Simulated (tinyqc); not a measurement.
From results back to parameters: Shockley state of an s-p chain by decimation. Four cases, with inputs chosen for the exercise.

Problem. For the s-p chain the s level is -d/2 - 2 ts cos k and the p level d/2 + 2 tp cos k at k = 0 and pi, and at k = pi/2 the bands lie sqrt(d^2 + 16 u^2) apart. The values below come from hidden parameters.

Case 1.

s level (eV): k = 0 -2.445, k = pi 1.475
p level (eV): k = 0 3.265, k = pi -2.295
splitting at pi/2 = 5.21107 eV

Case 2.

s level (eV): k = 0 -6.155, k = pi -0.315
p level (eV): k = 0 5.155, k = pi 1.315
splitting at pi/2 = 7.27209 eV

Case 3.

s level (eV): k = 0 -3.180, k = pi -0.340
p level (eV): k = 0 5.200, k = pi -1.680
splitting at pi/2 = 3.95353 eV

Case 4.

s level (eV): k = 0 -2.335, k = pi 0.465
p level (eV): k = 0 2.955, k = pi -1.085
splitting at pi/2 = 2.76740 eV

Find: d, ts, tp, |u|; order at k = pi.

Solution. Means give -d/2 and d/2, widths 4 ts and 4 tp; u follows from the splitting. The order is inverted where s lies above p at pi.

Case 1.

d, ts, tp, |u| (eV): 0.97  0.98  1.39  1.28

order at k = pi: inverted

Case 2.

d, ts, tp, |u| (eV): 6.47  1.46  0.96  0.83

order at k = pi: normal

Case 3.

d, ts, tp, |u| (eV): 3.52  0.71  1.72  0.45

order at k = pi: inverted

Case 4.

d, ts, tp, |u| (eV): 1.87  0.70  1.01  0.51

order at k = pi: inverted

Computed by tinyqc, one run a case: `OMP_NUM_THREADS=1 python tinyqc.py N N+1 out.jsonl` with N = 1480781, 1480912, 1481029, 1481220; one thread of a shared Intel(R) Xeon(R) Processor @ 2.30GHz, about 0.4 s a run at most.
